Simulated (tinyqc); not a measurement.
Scale length and length offset from two DIBL values.

Problem. DIBL = exp(-Le/(2 l)) + 2 exp(-Le/l) with Le = L - dL. Find l, dL and the drawn length for a DIBL of 100 mV/V.

DIBL at drawn lengths 36 and 55 nm (mV/V): [74.369008, 14.973491]

Solution. With e = exp(-Le/(2 l)), 2 e^2 + e = DIBL gives e and so Le/l at each length; Le/l is a straight line in L with slope 1/l.

l = 6.30 nm
dL = 1.70 nm
length for 100 mV/V = 32.7 nm

tinyqc, about 0.01 s, one thread, Intel Xeon 2.30GHz (shared host): `OMP_NUM_THREADS=1 python tinyqc.py 2002014 2002015 out.jsonl`
